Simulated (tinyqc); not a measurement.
Changing the junction spring k_b: phonon transmission through an interface between two chains by Green functions. Computed by tinyqc, a small Python program. Command: `OMP_NUM_THREADS=1 python tinyqc.py 3027464 3027465 out.jsonl agf sweep`. One thread of a shared host (Intel(R) Xeon(R) Processor @ 2.30GHz), about 0.03 s of CPU time with the checks.

Two semi-infinite chains (masses m_1, m_2; springs k_1, k_2), motion along the chain. The central region holds the end atom of each chain and two interlayer atoms of mass m_b, joined by springs k_b. lambda = omega^2 in eV/(angstrom^2 u); nu = 15.6333042 THz x sqrt(lambda).

Inputs (values chosen for the exercise, for two model chains):
```
quantity                          value           unit
mass m_1                           27.1              u
spring k_1                         10.8  eV/angstrom^2
mass m_2                            109              u
spring k_2                         6.57  eV/angstrom^2
interlayer mass m_b                48.9              u
probe frequency / lower band top    0.8              -
temperature T                        20              K
```

Atoms in the interlayer: two.

Constants: nu for 1 eV/(angstrom^2 u) = 15.6333042 THz; h x 1 THz = 4.135667696 meV; k_B = 8.617333262e-05 eV/K; k_B = 1.380649e-23 J/K; h = 6.62607015e-34 J s.

Method:
- nu_max = 15.6333042 THz x 2 sqrt(k/m); impedance Z = sqrt(k m); long-wave transmission 4 Z_1 Z_2/(Z_1 + Z_2)^2; the probe frequency is the given share of the lower band top.
- In chain i, sin(q_i a/2) = nu/nu_max,i. An outgoing wave makes the next atom move as exp(i q_i a) times the end atom, so the lead adds the self-energy Sigma_i = -k_i exp(i q_i a) to the force-constant matrix; Gamma_i = -2 Im Sigma_i = 2 k_i sin(q_i a).
- A = lambda M - K - Sigma over the central atoms, with K_ii the sum of the springs at i, K_(i,i+1) = -k_b; G = inverse of A; transmission = Gamma_1 Gamma_2 |G_(first,last)|^2.
- Landauer conductance G = k_B int tau(nu) x^2 e^x/(e^x - 1)^2 d nu, x = h nu/(k_B T), from 0 to the lower band top (240 Gauss-Legendre points in s from 0 to 1, nu = nu_top sin(pi s/2)); tau is the transmission, and its thermal mean is G over the value for tau = 1 in the same window; the quantum is g_0 = pi^2 k_B^2 T/(3 h).

One run for each value; columns: (1) junction spring k_b (eV/angstrom^2); (2) conductance G (pW/K); (3) thermal mean of the transmission; (4) transmission; (5) long-wave transmission:
```
(1)       (2)      (3)         (4)      (5)
0.50    7.525  0.39757  3.1575e-07  0.95158
1.80   13.791  0.72860  1.2231e-02  0.95158
3.30   16.523  0.87291  4.7336e-01  0.95158
6.30   17.912  0.94630  9.2587e-01  0.95158
12.00  17.913  0.94636  9.4176e-01  0.95158
22.00  17.553  0.92730  6.4550e-01  0.95158
42.00  17.243  0.91095  3.8986e-01  0.95158
```

Give the missing row, junction spring k_b (eV/angstrom^2) = 0.94.

Computed row; columns: (1) junction spring k_b (eV/angstrom^2); (2) conductance G (pW/K); (3) thermal mean of the transmission; (4) transmission; (5) long-wave transmission:
```
(1)      (2)      (3)         (4)      (5)
0.94  10.424  0.55072  2.9303e-05  0.95158
```

Interpolating between the two neighbouring rows (the first column on a logarithmic scale, the others too where they are positive) misses most in transmission, by 97 %. Over the rows, conductance G (pW/K) goes from 7.53 through a maximum among these rows, 17.9 at 12.0, to 17.2; thermal mean of the transmission goes from 0.398 through a maximum among these rows, 0.946 at 12.0, to 0.911; transmission goes from 3.16e-7 through a maximum among these rows, 0.942 at 12.0, to 0.390. The exponent of long-wave transmission stays at 0: long waves do not see the junction. G is largest among these rows at k_b = 12, against k_1 = 10.8 and k_2 = 6.57; weak bonds reflect all but the longest waves and those near resonances of the interlayer. Left out: 0.140, 0.260 (the run failed its checks).

Extremes, crossings and ranges named in words are read from the listed rows.
